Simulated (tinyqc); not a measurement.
Dopant redistribution at a moving silicon-oxide interface during parabolic oxidation: one step, computed by the program tinyqc.

Uniformly doped silicon is oxidised with x_ox = sqrt(B t); the interface advances into the silicon by alpha x_ox, alpha = 0.44. The dopant does not move in the oxide, and at the interface C(silicon) = m C(oxide).

Task: Profile below the interface. With the dopant diffusivity D and s = alpha x_ox/(2 sqrt(D t)), in the silicon C = C_B + (C_s - C_B) erfc(y/(2 sqrt(D t)))/erfc(s), y from the original surface. Dopant balance at the interface gives C_s/C_B = 1/[1 + (1/(m alpha) - 1) g], g = sqrt(pi) s exp(s^2) erfc(s). Depths z are counted from the present interface: y/(2 sqrt(D t)) = s + z/(2 sqrt(D t)); take z/(2 sqrt(D t)) = 0, 0.05, 0.1, 0.2, 0.3, 0.5, 0.75, 1, 1.5.

Inputs (values chosen for the exercise, modelled on phosphorus in silicon under steam): temperature T = 1150 C.

diffusion length 2 sqrt(D t) = 0.4550221 um

ratio C_s/C_B = 1.631353

s = 0.5448780

Give: Profile.

Result:

Profile:
```
z/(2 sqrt(D t))  z (um)  C/C_B
0.00             0.0000  1.631
0.05             0.0228  1.573
0.10             0.0455  1.518
0.20             0.0910  1.418
0.30             0.1365  1.332
0.50             0.2275  1.200
0.75             0.3413  1.096
1.00             0.4550  1.041
1.50             0.6825  1.005
```

Caution: parabolic growth needs an oxide much thicker than the Deal-Grove length A, which fails for thin films and low temperatures; oxidation-enhanced or retarded diffusion is ignored.
